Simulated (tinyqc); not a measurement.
Inside a calculation. Model: floating body of a partially depleted SOI transistor: body voltage and kink.

Computed by the program tinyqc: `OMP_NUM_THREADS=1 python tinyqc.py 2182199 2182200 out.jsonl`, one thread of a shared Intel Xeon 2.30GHz, about 0.2 s for the whole run. Printed values are rounded.

Source at 0 V. Channel current Ic = 2 nf K Vt^2 [F(0) - F(Vd)](1 + la Vd), F(V) = ln^2(1 + exp((Vg - VT - nf V)/(2 nf Vt))), VT = VT0 - gb Vb. Saturation voltage Vs = 2 Vt sqrt(F(0)) + 3 Vt, excess Ve = (Vd - Vs + sqrt((Vd - Vs)^2 + 0.0004 V^2))/2, multiplication M1 = Ai Ve exp(-Bl/Ve). Each junction passes D(v) = J1 (exp(v/Vt) - 1) + J2 (exp(v/(2 Vt)) - 1). Bipolar current Ib = bb J1 (exp(Vb/Vt) - 1). The body settles where M1 (Ic + Ib) = D(Vb) + D(Vb - Vd) + Vb/Rb; drain current Id = (1 + M1)(Ic + Ib) - D(Vb - Vd).

Inputs (values chosen for the exercise); values of the order met in partially depleted silicon-on-insulator transistors: temperature T = 398 K; threshold at zero body voltage VT0 = 0.44 V; fall of the threshold per volt of body voltage gb = 0.14; slope factor nf = 1.22; gain factor per width K = 140 uA/(V^2 um); channel-length modulation factor la = 0.06 1/V; impact-ionisation prefactor Ai = 2.38 1/V; impact-ionisation voltage Bl = 8.2 V; diffusion saturation current of each junction J1 = 5.4e-9 uA/um; recombination saturation current of each junction J2 = 3.4e-6 uA/um; gain of the lateral bipolar transistor on the diffusion current bb = 3; resistance of a weak body tie to the source (1e9 stands for no tie, and the term is then dropped) Rb = 1e9 kohm um; gate voltage Vg = 0.78 V; drain voltage Vd = 1.1 V.

Constants: q = 1.602176634e-19 C, kB = 1.380649e-23 J/K, Vt = kB T/q. Results are converted to the units shown.

Range of the model: The multiplication law is an empirical form chosen for the exercise; self-heating and capacitive coupling to the body are left out, and the linear laws are rough once Vb passes about 0.7 V or M1 about 0.1.

## Starting value

Vb = 0.15 V.

Vb at the start = 0.15 V

## Iteration 1: new Vb

Current into the body I_in = M1 (Ic + Ib) - D(Vb - Vd), current out I_out = D(Vb) + Vb/Rb; f = ln(I_in/I_out), s = df/dVb by central differences over 1e-5 V, Vb(new) = Vb - f/s.

Ic = 8.02015 uA/um
Ve = 0.700438 V
M1 = 1.37303e-5
I_in = 1.13525e-4 uA/um
I_out = 2.73050e-5 uA/um
f = 1.42495
s = -17.8776 1/V
Vb after iteration 1 = 0.229706 V

## Iteration 2: new Vb

As before.

Ic = 8.51576 uA/um
Ve = 0.691407 V
M1 = 1.16314e-5
I_in = 1.02455e-4 uA/um
I_out = 9.77617e-5 uA/um
f = 0.0468956
s = -17.0610 1/V
Vb after iteration 2 = 0.232455 V

## Course of the iteration

Stop when the step is below 1e-10 V, or after 40 iterations.

Course of the iteration:

| iteration | Vb before the step (V) | step (V) |
|---|---|---|
| 1 | 0.15 | 0.0797 |
| 2 | 0.229706 | 2.75e-3 |
| 3 | 0.232455 | -4.11e-7 |
| 4 | 0.232454 | -1.13e-14 |

Converged in 4 iterations.

## Drain current with floating and with grounded body

converged Vb = 0.232454 V

Id and VT at the converged Vb, Id at Vb = 0, their ratio, and the bipolar share Ib/(Ic + Ib).

VT = 0.407456 V
Id, floating = 8.53324 uA/um
Id, grounded = 7.13017 uA/um
ratio = 1.19678
bipolar share = 1.66503e-4 %

The body rises to 0.232 V and lowers the threshold by 32.5 mV.
